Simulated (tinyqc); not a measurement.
Inside a calculation. Model: p-type polysilicon, carrier trapping at grain boundaries.

Program tinyqc, `OMP_NUM_THREADS=1 python tinyqc.py 2830253 2830254 out.jsonl`; Intel Xeon 2.30GHz, shared host, one thread, about 0.01 s. Printed values are rounded.

One-dimensional grains of size Lg, uniform ionised doping N, monovalent traps Qt at each boundary at a depth Et below (for electrons) or above (for holes) the band edge there, abrupt depletion of width W on each side of a boundary, Boltzmann statistics. xi is the distance from the band edge at the grain centre to the Fermi level. Trapped charge Qt/(1 + exp((xi + VB - Et)/Vt)) = 2 N W, barrier VB = q N W^2/(2 eps0 eps_r).

Values chosen for this exercise; values of the order met in polycrystalline silicon: temperature T = 400 K; relative permittivity eps_r = 11.7; valence-band density of states at T NB = 4.08e19 cm^-3; grain size Lg = 19 nm; trap density of a grain boundary Qt = 9.6e11 cm^-2; depth of the trap level from the majority band edge at the boundary Et = 0.35 eV; mass for thermionic emission ms = 0.36 m0; correction factor of the emission rate fe = 0.12; doping N = 3.4e17 cm^-3.

Constants: q = 1.602176634e-19 C, kB = 1.380649e-23 J/K, m0 = 9.1093837015e-31 kg, Vt = kB T/q, eps0 = 8.8541878128e-14 F/cm where lengths are in cm. Results are converted to the units shown.

Range of the model: VB is below Vt, where abrupt depletion and thermionic emission are rough.

## Depletion width, Fermi level and barrier

If the trap equation with xi = Vt ln(NB/N) has a root W < Lg/2, the grain is partly depleted; otherwise W = Lg/2 and the trap equation gives xi = Et - VB + Vt ln(Qt/(N Lg) - 1). N* = Qt/Lg.

N* = 5.052632e17 cm^-3
W = 9.5 nm
xi = 0.3014050 V
VB = 0.02372859 V
share of traps filled = 0.6729167

N is 0.673 N*, and the grain is fully depleted; VB = 0.688 Vt.

## Resistivity and effective mobility

n0 = NB exp(-xi/Vt); mean density n0 (1 - 2 W/Lg) by charge balance in a partly depleted grain, and n0 (sqrt(pi)/2) erf(u)/u with u = sqrt(VB/Vt) in a fully depleted one; v = sqrt(kB T/(2 pi ms m0)); barrier resistivity Vt exp(VB/Vt)/(q fe n0 v Lg); grain resistivity (1 - 2 W/Lg)/(q n0 mug); effective mobility 1/(q mean density total resistivity).

n0 = 6.503156e15 cm^-3
mean density = 5.274639e15 cm^-3
v = 5.177093e6 cm/s
barrier resistivity = 55.78848 ohm cm
grain resistivity = 0.000000 ohm cm
resistivity = 55.78848 ohm cm
effective mobility = 21.21057 cm^2/(V s)

The resistivity is 699 times that of a single crystal with the same N and mobility mug, and the mean density is 1.55 % of N.
